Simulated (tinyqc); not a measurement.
CMOS inverter, nodal equation and switching: one step of the calculation.

An n-channel pull-down (bn, VTn) and a p-channel pull-up (bp, VTp) share the input Vin and the output node Vout, which carries the load C. Transistor (EKV form, voltages against the body): I = 2 n b Vt^2 [F(vp - Vs) - F(vp - Vd)] from drain to source, F(v) = ln^2(1 + exp(v/(2 Vt))), vp = (Vg - VT + sg |Vd - Vs|)/n. n-channel bodies are at 0; for the p-channel device all voltages are counted down from Vdd. b in uA/V^2 gives I in uA. Static: In = Ip. Transient: C dVout/dt = Ip - In. No velocity saturation, no gate capacitance beyond C.

Task. Transfer curve. For each Vin solve In = Ip; gain = dVout/dVin.

Parameters, values chosen for the exercise: temperature T = 400 K; supply voltage Vdd = 0.8 V; slope factor n = 1.1; drain-induced barrier lowering sg = 0.06; n-channel threshold VTn = 0.36 V; p-channel threshold (magnitude) VTp = 0.41 V; gain factor of the pull-down transistor bn = 190 uA/V^2; gain factor of the pull-up transistor bp = 190 uA/V^2; input voltage Vin = 0.53 V.

Constants: q = 1.602176634e-19 C, kB = 1.380649e-23 J/K, Vt = kB T/q. Results are converted to the units shown.

Vin, point 0 to 10 (V): [0, 0.08, 0.16, 0.24, 0.32, 0.4, 0.48, 0.56, 0.64, 0.72, 0.8]

Find: Vout; supply current; gain.

Result.

Vout, point 0 to 10 (V): [0.80000, 0.79998, 0.79981, 0.79800, 0.77620, 0.08201, 0.00491, 0.00045, 0.00004, 0.00000, 0.00000]
supply current, point 0 to 10 (uA): [1.3042e-4, 0.0010440, 0.0079329, 0.052997, 0.27007, 0.43404, 0.10177, 0.016517, 0.0022536, 2.8547e-4, 3.5158e-5]
gain, point 0 to 10: [-0.0001, -0.0005, -0.0055, -0.0595, -0.8176, -4.5671, -0.1483, -0.0134, -0.0013, -0.0001, 0.0000]

The switching point Vin = Vout lies at 0.3764 V, with a gain of -16.7.

Computed by the program tinyqc: `OMP_NUM_THREADS=1 python tinyqc.py 2340106 2340107 out.jsonl`, one thread of a shared Intel Xeon 2.30GHz, about 0.05 s for the whole run.
